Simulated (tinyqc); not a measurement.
Worked calculation: RHF in the sto-3g basis, for H4, spin multiplicity 1. One step of it, computed by the program tinyqc.

Task: Orthogonalisation. S = U s U^T; symmetric (Loewdin) form X = U s^(-1/2) U^T, so that X^T S X = 1.

overlap S, lower triangle:
```
          1H 1s     2H 1s     3H 1s     4H 1s
1H 1s  1.000000
2H 1s  0.510734  1.000000
3H 1s  0.032977  0.181378  1.000000
4H 1s  0.003863  0.033042  0.511332  1.000000
```

Give: eigenvalues of S; X.

Result:

eigenvalues of S: 0.421  0.541  1.394  1.644

X, lower triangle:
```
        1H 1s   2H 1s   3H 1s  4H 1s
1H 1s   1.123
2H 1s  -0.313   1.140
3H 1s   0.028  -0.117   1.140
4H 1s  -0.007   0.028  -0.314  1.124
```
